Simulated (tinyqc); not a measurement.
Inside a calculation. Method: Luttinger-Kohn k.p, four valence bands. One step of it, computed by the program tinyqc.

Problem. Levels at k. Diagonalise the Hermitian matrix.

H(k) at k (eV), order 3/2, 1/2, -1/2, -3/2:
```
[[0.120203, -0.027950+0.026516i, -0.003109+0.068943i, 0.000000],
 [-0.027950-0.026516i, 0.062566, 0.000000, -0.003109+0.068943i],
 [-0.003109-0.068943i, 0.000000, 0.062566, 0.027950-0.026516i],
 [0.000000, -0.003109-0.068943i, 0.027950+0.026516i, 0.120203]]
```

Give: eigenvalues.

Solution.

eigenvalues (eV): [0.007, 0.007, 0.176, 0.176]
